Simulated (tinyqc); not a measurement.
Inside a calculation. Model: two-band model of a narrow-gap semiconductor with electrons and holes. Computed by tinyqc, a small Python program that keeps every step. Command: `OMP_NUM_THREADS=1 python tinyqc.py 3005960 3005961 out.jsonl bipolar walk`. One thread of a shared host (Intel(R) Xeon(R) Processor @ 2.30GHz), about 0.08 s of CPU time with the checks. Intermediate numbers are printed to about 6 digits and carried at full precision; extremes and crossings named in words are read from the listed rows.

Two parabolic bands with acoustic scattering (r = -1/2, a = 0), a gap that does not change with T, and fully ionised dopants. Melting is ignored, so values above the melting point are formal, and kappa_L does not change with T. eta_n = (E_F - E_c)/(k_B T), eta_p = -eta_n - E_g/(k_B T).

Inputs (values chosen for the exercise, modelled on germanium):

| quantity | value | unit |
|---|---|---|
| electron mass m_n | 0.54 | m_0 |
| hole mass m_p | 0.33 | m_0 |
| electron mobility parameter mu_300,n | 3600 | cm^2/(V s) |
| hole mobility parameter mu_300,p | 1800 | cm^2/(V s) |
| temperature exponent p | 1.5 | - |
| band gap E_g | 0.66 | eV |
| net doping N | 1.4e+18 | 1/cm^3 |
| lattice thermal conductivity kappa_L | 45 | W/(m K) |
| temperature T | 690 | K |

Doping: n-type.

Constants: k_B = 8.617333262e-05 eV/K; m_0 = 9.1093837015e-31 kg; k_B = 1.380649e-23 J/K; hbar = 1.054571817e-34 J s; e = 1.602176634e-19 C.

## Fermi level

With x = E/(k_B T), a = alpha k_B T (0 for a parabolic band), G = x (1 + a x), D = 1 + 2 a x and <y> = int y f (1 - f) dx, f = 1/(1 + exp(x - eta)): tau = tau_0 G^r/D; transport function s = G^(3/2 + r)/D^2; n = N_0 <G^(3/2)> with N_0 = (2 m k_B T)^(3/2)/(3 pi^2 hbar^3). Integrals over x = E/(k_B T) use 160 Gauss-Legendre points in u = sqrt(x) from 0 to sqrt(max(eta, 0) + 32). Neutrality: n - p = N, with n = N_0(m_n) <x^(3/2)> at eta_n and p = N_0(m_p) <x^(3/2)> at eta_p.

eta_n = -3.19259

eta_p = -7.90738

## Each band alone

sigma = e mu_0 N_0 <s> with mu_0 = e tau_0/m = mu_300 (T/300 K)^(-p); |S| = (k_B/e)(<x s>/<s> - eta); Lorenz number L = (k_B/e)^2 (<x^2 s>/<s> - (<x s>/<s>)^2); kappa_e = L sigma T; zT = S^2 sigma T/(kappa_L + kappa_e). Hall factor r_H = <x^(3/2)> <x^(1/2)>/<s>^2.

Partial coefficients:

| band | sigma (S/cm) | \|S\| (microvolt/K) | L (1e-8 V^2/K^2) | density (1/cm^3) | Hall factor |
|---|---|---|---|---|---|
| electrons | 173.879 | 449.205 | 1.49264 | 1.40611e+18 | 1.17524 |
| holes | 0.379731 | 853.768 | 1.48524 | 6.10583e+15 | 1.17807 |

The minority carriers have the larger |S|, since the Fermi level lies farther from their band; they carry 0.22 % of the conductivity.

## Both bands together

Both bands together (these totals replace the one-band zT): sigma = sigma_n + sigma_p; S = (sigma_p |S_p| - sigma_n |S_n|)/sigma; kappa_bip = (sigma_n sigma_p/sigma)(|S_n| + |S_p|)^2 T; kappa_e = (L_n sigma_n + L_p sigma_p) T; zT = S^2 sigma T/(kappa_L + kappa_e + kappa_bip); weak-field R_H = (r_p sigma_p^2/p - r_n sigma_n^2/n)/(e sigma^2), where the Hall factors r_n and r_p are <x^(3/2)> <x^(1/2)>/<s>^2.

conductivity sigma = 174.259 S/cm

Seebeck coefficient S = -446.365 microvolt/K

bipolar thermal conductivity = 0.0443863 W/(m K)

kappa_e = 0.179471 W/(m K)

zT = 0.0529732

Hall coefficient R_H = -5.18832 cm^3/C

The minority band lowers |S| from 449 to 446 microvolt/K, and bipolar flow adds 0.098 % of the thermal conductivity.

## The maximum of |S| and the Goldsmid-Sharp gap

T_max maximises |S| of the majority sign between 150 and 1200 K; the Goldsmid-Sharp estimate is E_g = 2 e |S_max| T_max.

T_max = 758.799 K

|S_max| = 451.078 microvolt/K

Goldsmid-Sharp gap = 0.684555 eV

estimate over true gap = 1.03720

The estimate is 1.04 times the true gap. The weighted-mobility ratio of majority to minority carriers, mu m^(3/2), is 4.19.

## Against temperature

The formulas are those given above.

The same sample:

| T (K) | n (1/cm^3) | p (1/cm^3) | sigma (S/cm) | S (microvolt/K) | kappa_bip (W/(m K)) | zT | R_H (cm^3/C) |
|---|---|---|---|---|---|---|---|
| 150 | 1.40000e+18 | 2.45777e-04 | 1627.16 | -256.669 | 5.12896e-20 | 0.0354329 | -5.14088 |
| 200 | 1.40000e+18 | 2.13953e+02 | 1076.32 | -292.188 | 2.27918e-14 | 0.0405427 | -5.17669 |
| 250 | 1.40000e+18 | 9.08897e+05 | 777.86 | -320.138 | 5.80326e-11 | 0.0440008 | -5.19688 |
| 300 | 1.40000e+18 | 2.63221e+08 | 595.37 | -343.162 | 1.11459e-08 | 0.0464616 | -5.20951 |
| 350 | 1.40000e+18 | 1.62006e+10 | 474.38 | -362.729 | 4.87705e-07 | 0.0482772 | -5.21800 |
| 400 | 1.40000e+18 | 3.75453e+11 | 389.39 | -379.738 | 8.45304e-06 | 0.0496530 | -5.22401 |
| 500 | 1.40003e+18 | 3.40707e+13 | 279.67 | -408.235 | 4.77587e-04 | 0.0515464 | -5.23157 |
| 600 | 1.40076e+18 | 7.60039e+14 | 213.39 | -431.188 | 7.31989e-03 | 0.0526669 | -5.23022 |
| 750 | 1.41891e+18 | 1.89095e+16 | 155.97 | -450.987 | 1.16252e-01 | 0.0525319 | -5.08524 |
| 900 | 1.56274e+18 | 1.62742e+17 | 136.71 | -420.712 | 6.76711e-01 | 0.0474861 | -4.13053 |
| 1050 | 2.05810e+18 | 6.58104e+17 | 157.49 | -335.889 | 1.87227e+00 | 0.0395946 | -2.43697 |
| 1200 | 3.03908e+18 | 1.63908e+18 | 208.09 | -263.628 | 3.36846e+00 | 0.0356051 | -1.29629 |

Among the rows where S keeps the majority sign, zT is largest at 600 K and |S| at 750 K. Among these rows sigma is least at 900 K; at higher T thermal pairs outweigh the falling mobility. kappa_bip reaches 3.37 W/(m K) at the last row, 0.0749 times kappa_L.

Checks made by the program: neutrality (relative difference below 1e-10).
